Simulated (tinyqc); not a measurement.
Space-charge-limited current through a thin insulating or semi-insulating film with traps: one step, computed by the program tinyqc. Command: `OMP_NUM_THREADS=1 python tinyqc.py 3015893 3015894 out.jsonl sclc walk`. One thread of a shared host (Intel(R) Xeon(R) Processor @ 2.30GHz), about 0.01 s of CPU time with the checks.

One ohmic injecting contact at x = 0 (field zero), drift only, non-degenerate free carriers.

Task: One point of the curve. Free density n_0 = N_c exp(-E_0/k_B T) in equilibrium; trapped density n_t(n) = N_t/(1 + n_1/n), n_1 = N_c exp(-E_t/k_B T). J = e mu n F and (eps eps_0/e) dF/dx = n - n_0 + n_t(n) - n_t(n_0) = rho(n). With F = J/(e mu n): d = (eps eps_0 J/(e^2 mu)) I_1 and V = (eps eps_0 J^2/(e^3 mu^2)) I_2, I_k = int_(n_L)^infinity dn/(n^(k+1) rho(n)), n_L the density at the anode; with u = n_L/n, 200 Gauss-Legendre points in t, u = 1 - (1 - t)^2. Anode field J/(e mu n_L); Mott-Gurney current (9/8) eps eps_0 mu V^2/d^3; ohmic current e n_0 mu V/d.

Inputs (values chosen for the exercise, modelled on semi-insulating GaN):

| quantity | value | unit |
|---|---|---|
| permittivity eps | 9.7 | - |
| band mobility mu | 200 | cm^2/(V s) |
| effective density of states N_c | 2.5e+18 | 1/cm^3 |
| trap density N_t | 3.6e+15 | 1/cm^3 |
| equilibrium Fermi level below the band edge, E_0 | 0.85 | eV |
| thickness d | 1400 | nm |
| free density at the anode, in units of N_c | 6e-07 | - |
| temperature T | 250 | K |
| trap level E_t below the band edge | 0.25 | eV |

Traps: single level.

Constants: k_B = 8.617333262e-05 eV/K; eps_0 = 8.8541878128e-12 F/m; e = 1.602176634e-19 C.

Give: I_1; I_2; current density J; voltage V; anode field over mean field V/d; trap-free Mott-Gurney current; ohmic current.

Result:

I_1 = 1.5815e-27 cm^6

I_2 = 6.8280e-40 cm^9

current density J = 0.52915 A/cm^2

voltage V = 0.99811 V

anode field over mean field V/d = 1.5442

trap-free Mott-Gurney current = 70.158 A/cm^2

ohmic current = 4.1830e-12 A/cm^2
